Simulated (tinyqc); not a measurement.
# One-diode model of a solar cell: two studies

J is the current delivered and Vj = V + J Rs the junction voltage. J = X JL - J01 (exp(Vj/(n1 Vt)) - 1) - Vj/Rp. The photocurrent does not depend on voltage.

Values chosen for this exercise; values of the order met in cells of cadmium telluride:
```
symbol,value,unit,meaning
T,348,K,temperature
JL,26.5,mA/cm^2,photocurrent at one sun
X,0.1,suns,concentration
J01,6e-12,A/cm^2,saturation current of the diode
n1,1.22,,ideality factor of the diode
Rs,0,ohm cm^2,series resistance
Rp,30000,ohm cm^2,shunt resistance
Pin,100,mW/cm^2,incident power at one sun
```

Constants: q = 1.602176634e-19 C, kB = 1.380649e-23 J/K, Vt = kB T/q. Results are converted to the units shown.

Each table varies one quantity; the others keep the values above.

## Effect of the concentration

Jsc at V = 0, Voc at J = 0, the maximum power point where J (1 + 2 Rs G) = G Vj with G = -dJ/dVj; FF = Vmp Jmp/(Voc Jsc); efficiency Vmp Jmp/(X Pin). Empirical fill factor without parasitics FF0 = (v - ln(v + 0.72))/(v + 1), v = Voc/(n1 Vt).

Effect of the concentration:
```
X (suns)  Jsc (mA/cm^2)  Voc (V)  Vmp (V)  Jmp (mA/cm^2)      FF  efficiency (%)     FF0
0.01             0.2650   0.6410   0.5380         0.2325  0.7363           12.51  0.7892
0.04              1.060   0.6939   0.5895         0.9807  0.7859           14.45  0.8007
0.1               2.650   0.7279   0.6220          2.484  0.8010           15.45  0.8073
0.5               13.25   0.7871   0.6783          12.55  0.8163           17.03  0.8178
2                 53.00   0.8379   0.7267          50.44  0.8254           18.33  0.8259
6                 159.0   0.8781   0.7651          151.7  0.8315           19.35  0.8317
20                530.0   0.9221   0.8073          507.0  0.8375           20.46  0.8376
80                 2120   0.9728   0.8560           2033  0.8438           21.75  0.8439
300                7950    1.021   0.9025           7640  0.8493           22.98  0.8494
```

Read the table: what changes, and by how much?

As X goes from 0.01 to 300, Voc rises from 0.641 to 1.02 V, FF rises from 0.736 to 0.849 and the efficiency rises from 12.5 to 23.0 %. Voc gains 84.2 mV a decade at the top and 88.0 mV at the bottom (n1 Vt ln 10 = 84.2 mV).

## Effect of the shunt resistance

Same model as above.

The same in every row: Jsc (mA/cm^2) = 2.650.

Results:
```
Rp (ohm cm^2)  Voc (V)  Vmp (V)  Jmp (mA/cm^2)      FF  efficiency (%)     FF0
300             0.6627   0.3970          1.327  0.2998           5.266  0.7941
700             0.7106   0.5877          1.753  0.5473           10.31  0.8040
4000            0.7257   0.6182          2.365  0.7602           14.62  0.8069
8000            0.7270   0.6204          2.434  0.7837           15.10  0.8072
20000           0.7278   0.6217          2.475  0.7978           15.39  0.8073
40000           0.7280   0.6221          2.489  0.8026           15.48  0.8074
1e5             0.7282   0.6223          2.497  0.8054           15.54  0.8074
```

Estimate the missing row, Rp = 2000 ohm cm^2.

Computed row:
```
Rp (ohm cm^2)  Voc (V)  Vmp (V)  Jmp (mA/cm^2)      FF  efficiency (%)     FF0
2000            0.7229   0.6134          2.229  0.7136           13.67  0.8064
```

With this row back in the table: As Rp goes from 300 to 1e5, Voc rises from 0.663 to 0.728 V, FF rises from 0.300 to 0.805 and the efficiency rises from 5.27 to 15.5 %. Voc changes by 0.381 mV a decade between the last two rows and 130 mV between the first two. For Rp = 300, 700 the shunt carries over 0.3 of the photocurrent at open circuit, so it pulls Voc down and FF towards the 1/4 of a resistor.

Computed by the program tinyqc: `OMP_NUM_THREADS=1 python tinyqc.py 2280005 2280006 out.jsonl`, one thread of a shared Intel Xeon 2.30GHz, about 0.01 s for the whole run.
